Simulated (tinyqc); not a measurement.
Warping of the constant-energy contours: six-band Luttinger-Kohn model.

Six-band Luttinger-Kohn model in the basis |3/2,3/2>, |3/2,1/2>, |3/2,-1/2>, |3/2,-3/2>, |1/2,1/2>, |1/2,-1/2>, electron energies, zero at the top of the unstrained valence band. H = -[rows: (P+Q, -S, R, 0, -S/r2, r2 R); (-S*, P-Q, 0, R, -r2 Q, r32 S); (R*, 0, P-Q, S, r32 S*, r2 Q); (0, R*, S*, P+Q, -r2 R*, -S*/r2); (-S*/r2, -r2 Q, r32 S, -r2 R, P+Dso, 0); (r2 R*, r32 S*, r2 Q, -S/r2, 0, P+Dso)], r2 = sqrt(2), r32 = sqrt(3/2). Levels are twofold.

P = c g1 k^2 - av tr(e); Q = c g2 (kx^2 + ky^2 - 2 kz^2) - (b/2)(exx + eyy - 2 ezz); R = c sqrt3 [-g2 (kx^2 - ky^2) + 2i g3 kx ky] + (sqrt3/2) b (exx - eyy) - i d exy; S = 2 c sqrt3 g3 (kx - i ky) kz - d (exz - i eyz); c = hbar^2/2m0, e the strain tensor (not engineering shear).

Constants: hbar^2/2m0 = 3.80998211 eV angstrom^2.

Inputs chosen for the exercise (near those of Si; not measured data):
- Dso = 0.044 eV (spin-orbit splitting)
- g1 = 4.29 (Luttinger gamma1)
- g2 = 0.34 (gamma2)
- g3 = 1.44 (gamma3)
- E_h = 25 meV (hole energy below the top)

No strain (e = 0). In the plane kz = 0, |k| where the top and second pairs lie E_h below the top, against the angle from [100]; m = c k^2/E_h.

Contours:

| angle (degrees) | k top (1/angstrom) | k second (1/angstrom) | m top (m0) | m second (m0) |
|---|---|---|---|---|
| 0 | 0.0426 | 0.0368 | 0.277 | 0.206 |
| 18 | 0.0511 | 0.0348 | 0.398 | 0.185 |
| 27 | 0.0626 | 0.0340 | 0.596 | 0.176 |
| 36 | 0.0835 | 0.0335 | 1.062 | 0.171 |
| 45 | 0.1026 | 0.0334 | 1.603 | 0.170 |

Give the missing row, angle (degrees) = 9.

Computed row:
```
angle (degrees)  k top (1/angstrom)  k second (1/angstrom)  m top (m0)  m second (m0)
9                            0.0449                 0.0360       0.307          0.197
```

The heavy contour reaches 2.406 times as far along [110] as along [100], the light one 0.907 times. The warping follows g3 - g2 = 1.10 and would vanish for g2 = g3. Along [100] the heavy mass is 1/(g1 - 2 g2) = 0.277 at any energy, while the light one is 0.2060, against 1/(g1 + 2 g2) = 0.2012 at the edge, for E_h/Dso = 0.57.

tinyqc: `OMP_NUM_THREADS=1 python tinyqc.py 1080542 1080543 out.jsonl`; about 0.2 s, one thread, shared Intel(R) Xeon(R) Processor @ 2.30GHz.
